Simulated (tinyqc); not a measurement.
# Worked calculation: MOS inversion layer, Poisson-Schroedinger loop

Numbers from tinyqc (`OMP_NUM_THREADS=1 python tinyqc.py 2160163 2160164 out.jsonl`; about 1 s on one thread of a shared Intel Xeon 2.30GHz). Printed values are rounded.

Electrons confined at an insulator interface at z = 0, treated as a hard wall; parabolic valleys, Hartree approximation, no image or exchange terms. The depletion charge lies far deeper than the electrons and gives a uniform field q Nd/(eps0 eps_r); the gate balances all charge. Energies are counted from the band edge at the interface.

Inputs (values chosen for the exercise); masses and permittivity close to those of silicon (100):
```
symbol   value   unit                                     meaning
T          400      K                                 temperature
eps_r     11.6                              relative permittivity
mz1      0.916     m0  mass along z of valley set A (2 valley(s))
md1      0.189     m0    in-plane density-of-states mass of set A
mz2      0.193     m0  mass along z of valley set B (4 valley(s))
md2      0.424     m0    in-plane density-of-states mass of set B
Ns      1.5e12  cm^-2                  sheet density of electrons
Nd      2.2e11  cm^-2           sheet density of depletion charge
dE           0     eV               extra shift of set B (strain)
hz         2.3     nm                                   mesh step
a          0.3                                      mixing factor
```

Constants: q = 1.602176634e-19 C, kB = 1.380649e-23 J/K, hbar = 1.054571817e-34 J s, m0 = 9.1093837015e-31 kg, Vt = kB T/q, eps0 = 8.8541878128e-14 F/cm where lengths are in cm, hbar^2/(2 m0) = 0.0380998212 eV nm^2. Results are converted to the units shown.

## Fixed part of the potential

z, node 1 to 14 (nm): 2.3  4.6  6.9  9.2  11.5  13.8  16.1  18.4  20.7  23  25.3  27.6  29.9  32.2

V0 = q Nd z/(eps0 eps_r) in eV.

fixed potential V0, node 1 to 14 (eV): 0.007893  0.015786  0.023680  0.031573  0.039466  0.047359  0.055253  0.063146  0.071039  0.078932  0.086825  0.094719  0.102612  0.110505

## Round 1: levels and probability densities

self-consistent potential U at the start, node 1 to 14 (eV): 0  0  0  0  0  0  0  0  0  0  0  0  0  0

Tridiagonal Hamiltonian with psi = 0 one step beyond both ends: H_ii = C (1/m_(i-1/2) + 1/m_(i+1/2))/hz^2 + V0_i + U_i (+ dE for the set B), H_(i,i+1) = -C/(m_(i+1/2) hz^2), C = hbar^2/(2 m0). The lowest 2 level(s) of each valley set are kept, normalised to hz sum |psi|^2 = 1. The mass is the same on all intervals.

levels (eV): A1 0.0177656, A2 0.0298667, B1 0.0305455, B2 0.0527731

```
node  |psi|^2 of A1 (1/nm)  |psi|^2 of A2 (1/nm)  |psi|^2 of B1 (1/nm)  |psi|^2 of B2 (1/nm)
1                 0.263086              0.127034              0.079068              0.069092
2                 0.145787              0.080218              0.153424              0.043926
3                 0.023906              0.172789              0.120603              0.002643
4                 0.001910              0.048857              0.057107              0.074162
5                 0.000091              0.005529              0.018835              0.114603
6                 0.000003              0.000341              0.004668              0.080666
7                 0.000000              0.000013              0.000911              0.035458
8                 0.000000              0.000000              0.000145              0.011045
9                 0.000000              0.000000              0.000019              0.002612
10                0.000000              0.000000              0.000002              0.000490
11                0.000000              0.000000              0.000000              0.000075
12                0.000000              0.000000              0.000000              0.000010
13                0.000000              0.000000              0.000000              0.000001
14                0.000000              0.000000              0.000000              0.000000
```

## Round 1: Fermi level and occupations

Level k holds N_k = D_k Vt ln(1 + exp((EF - E_k)/Vt)) with D = 2 md1 m0 q/(pi hbar^2) for the set A, D = 4 md2 m0 q/(pi hbar^2) for the set B per eV (spin included); EF is fixed by sum N_k = Ns.

EF = -0.0902974 eV
N_k (cm^-2): A1 2.31745e11, A2 1.64155e11, B1 7.22376e11, B2 3.81724e11

## Round 1: density, output potential and mixing

n_i = sum_k N_k |psi_k|^2 (converted to cm^-3). Hartree part by Gauss: on the interval before node i the electrons still beyond are S_i = Ns - hz sum_(j<i) n_j, and U_i = U_(i-1) + q S_i hz/(eps0 eps_r) in eV, U_0 = 0 at the interface. Mixing: U(new) = U + a (U(out) - U).

```
node  n (1e18 cm^-3)  U(out) (eV)  U after round 1 (eV)
1            1.65313     0.053817             0.0161452
2            1.74551     0.093993             0.0281979
3            1.22034     0.119765             0.0359295
4            0.78025     0.135467             0.0406400
5            0.58282     0.144729             0.0434188
6            0.34221     0.149183             0.0447549
7            0.14195     0.150813             0.0452438
8            0.04321     0.151271             0.0453812
9            0.01011     0.151373             0.0454118
10           0.00188     0.151391             0.0454172
11           0.00029     0.151393             0.0454180
12           0.00004     0.151394             0.0454181
13           0.00000     0.151394             0.0454182
14           0.00000     0.151394             0.0454182
```

## Round 2: levels and probability densities

As before.

levels (eV): A1 0.0368480, A2 0.0586871, B1 0.0588030, B2 0.0896406

```
node  |psi|^2 of A1 (1/nm)  |psi|^2 of A2 (1/nm)  |psi|^2 of B1 (1/nm)  |psi|^2 of B2 (1/nm)
1                 0.380119              0.050196              0.154186              0.087832
2                 0.052276              0.290748              0.176002              0.005146
3                 0.002329              0.086543              0.078284              0.057918
4                 0.000057              0.006998              0.021346              0.129155
5                 0.000001              0.000290              0.004214              0.096264
6                 0.000000              0.000008              0.000656              0.042017
7                 0.000000              0.000000              0.000085              0.012834
8                 0.000000              0.000000              0.000009              0.002975
9                 0.000000              0.000000              0.000001              0.000548
10                0.000000              0.000000              0.000000              0.000083
11                0.000000              0.000000              0.000000              0.000010
12                0.000000              0.000000              0.000000              0.000001
13                0.000000              0.000000              0.000000              0.000000
14                0.000000              0.000000              0.000000              0.000000
```

## Round 2: Fermi level and occupations

As before.

EF = -0.0616236 eV
N_k (cm^-2): A1 3.04051e11, A2 1.63469e11, B1 7.31021e11, B2 3.01459e11

## Round 2: density, output potential and mixing

As before.

```
node  n (1e18 cm^-3)  U(out) (eV)  U after round 2 (eV)
1            2.62972     0.053817             0.0274469
2            1.93635     0.085934             0.0455189
3            0.89542     0.102073             0.0557724
4            0.55701     0.110822             0.0616945
5            0.32148     0.114974             0.0648855
6            0.13148     0.116474             0.0662707
7            0.03931     0.116889             0.0667374
8            0.00904     0.116980             0.0668608
9            0.00166     0.116996             0.0668870
10           0.00025     0.116998             0.0668915
11           0.00003     0.116999             0.0668922
12           0.00000     0.116999             0.0668923
13           0.00000     0.116999             0.0668923
14           0.00000     0.116999             0.0668923
```

## Course of the self-consistent loop

Start from U = 0. Stop when the largest |U(out) - U| is below 1e-7 eV, or after 120 rounds.

Course of the iteration:
```
round  level A1 (eV)     EF (eV)  largest |U(out) - U| (eV)
1          0.0177656  -0.0902974                      0.151
2          0.0368480  -0.0616236                     0.0717
3          0.0487673  -0.0459914                     0.0416
4          0.0569188  -0.0360878                     0.0258
5          0.0625713  -0.0295463                     0.0168
6          0.0665080  -0.0251398                     0.0111
7          0.0692551  -0.0221378                    7.55e-3
8          0.0711738  -0.0200776                    5.16e-3
9          0.0725149  -0.0186566                    3.55e-3
...              ...         ...                        ...
31         0.0756340  -0.0154241                    1.23e-6
32         0.0756343  -0.0154237                    8.62e-7
33         0.0756346  -0.0154235                    6.03e-7
34         0.0756348  -0.0154233                    4.21e-7
35         0.0756349  -0.0154232                    2.95e-7
36         0.0756350  -0.0154231                    2.06e-7
37         0.0756350  -0.0154230                    1.44e-7
38         0.0756351  -0.0154230                    1.01e-7
39         0.0756351  -0.0154229                    7.05e-8
```

Converged in 39 rounds. Towards the end the residual shrinks by a factor of about 0.70 a round.

## Converged levels, occupations and centroid

converged U, node 1 to 14 (eV): 0.053817  0.079597  0.091173  0.097057  0.099577  0.100401  0.100609  0.100651  0.100658  0.100659  0.100659  0.100659  0.100659  0.100659

Solve for the levels with V0 + U, find EF, n_i = sum_k N_k |psi_k|^2 (in cm^-3); share of each level N_k/Ns; centroid sum n z/sum n.

levels (eV): A1 0.075635, A2 0.109760, B1 0.105023, B2 0.141967
EF = -0.0154229 eV
shares (%): A1 24.9701, A2 9.4800, B1 48.7078, B2 16.8420
n, node 1 to 14 (in units of 1e18 cm^-3): 3.39769  1.72124  0.68980  0.40755  0.20566  0.07453  0.02017  0.00426  0.00073  0.00010  0.00001  0.00000  0.00000  0.00000
centroid = 4.30189 nm

An 800-node mesh to 55 nm with 8 levels a set gives A1 = 0.06817 eV, EF = -0.02438 eV and a centroid of 5.450 nm; the levels kept above hold 80.3 % of the electrons there. The coarse centroid is 21 % below the fine one.

## Closed-form estimates

Triangular well: E_k = a_k (C F^2/mz)^(1/3), a_1 = 2.338107, a_2 = 4.087949, C = hbar^2/(2 m0), F in eV/nm. Fang-Howard (all electrons in the lowest level of set A): b^3 = 6 (mz1/C) q (Nd + 11 Ns/32)/(eps0 eps_r), centroid 3/b, level C b^2/(4 mz1) + (3/b) q (Nd + 11 Ns/16)/(eps0 eps_r). Use F = q (Nd + Ns)/(eps0 eps_r), the surface field, and F = q (Nd + Ns/2)/(eps0 eps_r).

A1 with the surface field = 0.0726042 eV
A1 with Nd + Ns/2 = 0.0495592 eV
A2 with Nd + Ns/2 = 0.0866493 eV
b = 1.18294 1/nm
Fang-Howard centroid = 2.53606 nm
Fang-Howard level = 0.0640512 eV

Against the self-consistent A1 = 0.06817 eV on a fine mesh, the surface-field estimate is 6.5 % above it, the half-charge one 27 % below it and Fang-Howard 6.0 % below it. A1 holds 23.9 % of the electrons, and the Fang-Howard centroid is 53 % below the full one.
